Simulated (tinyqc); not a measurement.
Worked calculation: bottom-up copper filling of a trench by curvature-enhanced accelerator coverage. Computed by tinyqc, a small Python program that keeps every step. Command: `OMP_NUM_THREADS=1 python tinyqc.py 3002865 3002866 out.jsonl superfill walk`. One thread of a shared host (Intel(R) Xeon(R) Processor @ 2.30GHz), about 0.05 s of CPU time with the checks. Intermediate numbers are printed to about 6 digits and carried at full precision; extremes and crossings named in words are read from the listed rows.

A rectangular trench keeps vertical walls and a flat floor. An accelerator floats on the surface; where area is lost in the corners it is passed on to the floor.

Inputs (values chosen for the exercise, close to those used for damascene copper plating):
```
quantity                                           value     unit
trench width w                                       100       nm
aspect ratio h/w                                     1.2        -
exchange current of the suppressed surface i_0     0.013  mA/cm^2
exchange current of the accelerated surface i_1      1.7  mA/cm^2
transfer coefficient alpha                          0.51        -
overpotential eta                                   0.15        V
starting coverage theta_0                          0.019        -
adsorption rate k_a                              0.00064      1/s
cupric ion concentration C                          0.27    mol/l
diffusivity D                                    5.5e-06   cm^2/s
boundary layer delta                                  23       um
temperature T                                        298        K
```

Constants: e = 1.602176634e-19 C; N_A = 6.02214076e+23 1/mol; k_B = 8.617333262e-05 eV/K.

## Velocities

Kinetic current i_k = [i_0 (1 - theta) + i_1 theta] exp(alpha eta/(k_B T)), limit i_L = 2 F D C/delta, i = 1/(1/i_k + 1/i_L); velocity v = i Omega/(2F), Omega = 7.11 cm^3/mol, F = e N_A. Depletion inside the trench is ignored.

limiting current i_L = 124.592 mA/cm^2

velocity at theta = 0 = 0.0940156 nm/s

velocity at theta_0 = 0.324185 nm/s

velocity at theta = 1 = 9.71295 nm/s

ratio v(1)/v(theta_0) = 29.9611

Without acceleration the walls meet when the floor has risen by w/2, so a seam-free fill needs a mean floor-to-wall speed ratio of at least 2 h/w = 2.4.

## First rates

At the start theta_b = theta_s = theta_0 and x = w/2: d theta_b/dt = k_a (1 - theta_0) + 2 theta_0 v/x (theta_b on the floor, theta_s on the walls, x the half width). At this initial relative rate the doubling time without adsorption would be x ln2/(2 v).

rate from adsorption = 6.27840e-04 1/s

rate from area loss = 2.46380e-04 1/s

doubling time = 53.4531 s

## Filling

Half width x, floor height y, depth h = aspect ratio x w. dx/dt = -v_s, dy/dt = v_b. d theta_b/dt = k_a (1 - theta_b) + [theta_s v_b + theta_b v_s]/x: the floor takes the accelerator of the wall it covers and keeps its own as it narrows. d theta_s/dt = k_a (1 - theta_s). theta_b is capped at 1. Integrate (tolerance 1e-9) until the walls meet (x = 0.02 w/2) or the floor passes the original mouth y = h. Start: x = w/2, y = 0, theta_b = theta_s = theta_0. Height filled = y/h, opening left = x/(w/2).

Course of the fill (nine evenly spaced times):
```
t (s)     x (nm)   y (nm)   theta_b    theta_s  v_b/v_s
0.0000   50.0000    0.000  0.019000  0.0190000   1.0000
8.7153   46.8880    3.252  0.027412  0.0244566   1.0910
17.4306  43.2061    7.490  0.038058  0.0298828   1.2149
26.1459  38.9590   13.012  0.052468  0.0352788   1.3936
34.8612  34.1515   20.333  0.073628  0.0406449   1.6677
43.5765  28.7882   30.407  0.108119  0.0459811   2.1228
52.2917  22.8738   45.221  0.173152  0.0512876   2.9708
61.0070  16.4129   69.703  0.327259  0.0565645   4.8669
69.7223   9.4101  120.000  0.892915  0.0618122  10.6425
```

time at the end = 69.7223 s

share of the height filled from the floor = 1

opening left, as a share of w = 0.188201

The floor escapes with 19 % of the opening left: a seam-free fill, and the enriched floor will overshoot into a bump. Caution: real profiles develop slanted corners, and accelerator is consumed; both are left out.

## The window in starting coverage

The formulas are those given above.

Outcome:
```
theta_0  v(1)/v(theta_0)  height filled  opening left  time (s)
0.001            91.4696        1.00000      0.164851   92.0296
0.003            74.4216        1.00000      0.166894   89.2372
0.010            45.0829        1.00000      0.175641   80.0627
0.020            28.8874        1.00000      0.189574   68.6759
0.050            13.9795        1.00000      0.219656   45.5471
0.100             7.5881        1.00000      0.217925   28.4620
0.200             4.0367        1.00000      0.110447   18.1040
0.400             2.1603        0.77159      0.020000   10.8483
0.800             1.1952        0.48336      0.020000    6.0273
```

The fill succeeds for theta_0 from 0.001 to 0.2 among these rows, with the widest margin at 0.05. Too much speeds the walls as well and removes the contrast.

Checks made by the program: wall coverage against its closed form (relative difference below 1e-10).
